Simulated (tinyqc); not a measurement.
Angle of incidence: periodic multilayer mirror for extreme ultraviolet light.

s polarisation, vacuum above. q_j = sqrt(N_j^2 - sin^2 theta); interface r_jk = (q_j - q_k)/(q_j + q_k) exp(-2 (2 pi/lam)^2 q_j q_k sg^2) (Nevot-Croce; sg = 0 if not given); phase factor of a layer x_j = exp(4 pi i q_j d_j/lam). Each period has the spacer (thickness (1 - Gm) L) on top of the absorber (Gm L). In this recursion R is the amplitude; R in tables and results is the reflectance, its squared modulus. The substrate is of the spacer material. Starting with R = 0 in it, each interface upward gives R -> (r + R x)/(1 + r R x), x that of the layer below the interface (1 for the substrate).

Values chosen for the exercise (optical constants near those of Mo and Si at 13.5 nm; not measured data):
- lam = 13.5 nm (wavelength)
- dA = (0.0749, 0.00599) (delta and beta of the absorber, N = 1 - delta + i beta)
- dS = (0.0008, 0.00181) (delta and beta of the spacer and the substrate)
- L = 7 nm (period)
- Gm = 0.5 (absorber share of the period)
- sg = 0.4 nm (interface roughness)
- Np = 40 (periods)

Results:
```
theta (degrees),lam_B (nm),R
0,13.470,0.701
2,13.461,0.702
4,13.435,0.706
6,13.390,0.708
8,13.328,0.701
10,13.249,0.662
12,13.151,0.498
14,13.037,0.090
16,12.905,0.162
20,12.589,0.074
```

Give the missing row, theta (degrees) = 18.

Computed row:
```
theta (degrees)  lam_B (nm)      R
18                   12.755  0.027
```

lam_B = 2 L Re(mean q) falls with the angle, from 13.470 to 12.589 nm; the largest value listed is 0.708 at 6 degrees. R stays above 90 % of that value at 0, 2, 4, 6, 8 and 10 degrees, which bounds the cone of light that a mask or mirror with this period accepts.

tinyqc: `OMP_NUM_THREADS=1 python tinyqc.py 1652767 1652768 out.jsonl`; about 0.01 s, one thread, shared Intel(R) Xeon(R) Processor @ 2.30GHz.
